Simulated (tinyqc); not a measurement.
From results back to parameters: bond-orbital model of a tetrahedral semiconductor (Harrison's universal couplings). Five cases, with inputs chosen for the exercise.

Problem. In the bond-orbital model the bond-antibond splitting is 2 sqrt(V2^2 + V3^2), Z* = 4 ap - (Z - 4) with ap = V3/sqrt(V2^2 + V3^2), and V2 = 3.22 x 2c/d^2, c = hbar^2/2m0. The values below come from a hidden bond length and V3.

Constants: hbar^2/2m0 = 3.80998211 eV angstrom^2.

Find: V2, V3; d.

Method. ap = (Z* + Z - 4)/4; V3 = ap times half the splitting, V2 = sqrt(1 - ap^2) times it, and d = sqrt(6.44 c/V2).

Case 1.

Values chosen (out of a larger set: near tabulated values for GaN; the model gives trends, and its gaps can be far from the real ones; not measured data): Z = 5 (valence electrons of the anion).

splitting = 16.18882 eV
Z* = 1.45725 e

Solution.

V2, V3 (eV): 6.387  4.973

d = 1.960 angstrom

Case 2.

Values chosen (out of a larger set: near tabulated values for InP; the model gives trends, and its gaps can be far from the real ones; not measured data): Z = 5 (valence electrons of the anion).

splitting = 9.31590 eV
Z* = 1.27246 e

Solution.

V2, V3 (eV): 3.833  2.646

d = 2.530 angstrom

Case 3.

Values chosen (out of a larger set: near tabulated values for GaAs; the model gives trends, and its gaps can be far from the real ones; not measured data): Z = 5 (valence electrons of the anion).

splitting = 9.25341 eV
Z* = 0.92686 e

Solution.

V2, V3 (eV): 4.055  2.229

d = 2.460 angstrom

Case 4.

Values chosen (out of a larger set: near tabulated values for AlN; the model gives trends, and its gaps can be far from the real ones; not measured data): Z = 5 (valence electrons of the anion).

splitting = 17.10145 eV
Z* = 1.38225 e

Solution.

V2, V3 (eV): 6.869  5.093

d = 1.890 angstrom

Case 5.

Values chosen (out of a larger set: near tabulated values for InSb; the model gives trends, and its gaps can be far from the real ones; not measured data): Z = 5 (valence electrons of the anion).

splitting = 7.09898 eV
Z* = 1.02001 e

Solution.

V2, V3 (eV): 3.064  1.792

d = 2.830 angstrom

Computed by tinyqc, one run a case: `OMP_NUM_THREADS=1 python tinyqc.py N N+1 out.jsonl` with N = 1480018, 1480025, 1480107, 1480124, 1480182; one thread of a shared Intel(R) Xeon(R) Processor @ 2.30GHz, about 0.01 s a run at most.
